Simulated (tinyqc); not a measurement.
Defect, radiative and Auger recombination at equal electron and hole densities (ABC model), step by step. Values are carried at full precision from step to step, so a last printed digit may differ when a step is redone from the rounded ones.

J/(e d) = Ae n + B n^2 + C n^3 with Ae = A + 4 S/w (four side walls, carriers spread evenly), e = 1.602176634e-19 C, lengths in cm; internal efficiency IQE = B n^2/(Ae n + B n^2 + C n^3); all injected carriers recombine in the layer.

Values chosen for the exercise (orders of magnitude like those quoted for Si; not measured data):

| symbol | value | unit | meaning |
|---|---|---|---|
| A | 4200 | 1/s | defect rate |
| B | 3e-15 | cm^3/s | radiative coefficient |
| C | 1.7e-30 | cm^6/s | Auger coefficient |
| S | 0 | cm/s | recombination velocity of the side walls |
| w | 3100 | micrometre | side of the square mesa |
| d | 110000 | nm | active thickness |
| J | 1 | A/cm^2 | current density |
| ex | 0.25 |  | extraction efficiency |
| Eph | 1.15 | eV | photon energy |

## The efficiency peak

IQE peaks at n_p = sqrt(Ae/C); with Q = B/sqrt(Ae C), IQE_max = Q/(Q + 2).

Ae = 4200 1/s
n_p = 4.971e+16 1/cm^3
Q = 0.03550
IQE_max = 0.0174
J at the peak = 0.749 A/cm^2

The side walls are taken as passivated.

## Carrier density at the given current

G = J/(e d). Newton steps from the smallest of G/Ae, sqrt(G/B) and (G/C)^(1/3); stop when the relative step is below 1e-9.

G = 5.674e+20 1/(cm^3 s)

Newton steps:

| step | n (1/cm^3) | rate/G | relative step |
|---|---|---|---|
| 1 | 6.9366e+16 | 1.53889 | -0.15 |
| 2 | 5.8879e+16 | 1.06570 | -0.028 |
| 3 | 5.7202e+16 | 1.00149 | -0.00070 |
| 4 | 5.7162e+16 | 1.00000 | -3.8e-07 |
| 5 | 5.7162e+16 | 1.00000 | -1.2e-13 |

n = 5.716e+16 1/cm^3

The start is an upper bound and the function is convex, so the steps fall monotonically; 5 are needed.

## Shares, lifetimes and light

Shares of the three paths; lifetime n/G = 1/(Ae + B n + C n^2); differential lifetime 1/(Ae + 2 B n + 3 C n^2) and bandwidth 1/(2 pi tau_d); optical power density ex IQE J Eph/e.

shares: defect 0.4231, radiative 0.0173, Auger 0.5596

lifetime = 1.01e+05 ns
differential lifetime = 4.72e+04 ns
bandwidth = 0.00338 MHz
optical power density = 0.00497 W/cm^2

The Auger path is the largest; the device runs above its efficiency peak, where the defect and Auger shares are equal.

## Checks

- Density from Newton steps against bisection (1/cm^3): both 5.7162e+16.

Program tinyqc; command `OMP_NUM_THREADS=1 python tinyqc.py 1652021 1652022 out.jsonl`; about 0.01 s on one thread of a shared Intel(R) Xeon(R) Processor @ 2.30GHz.
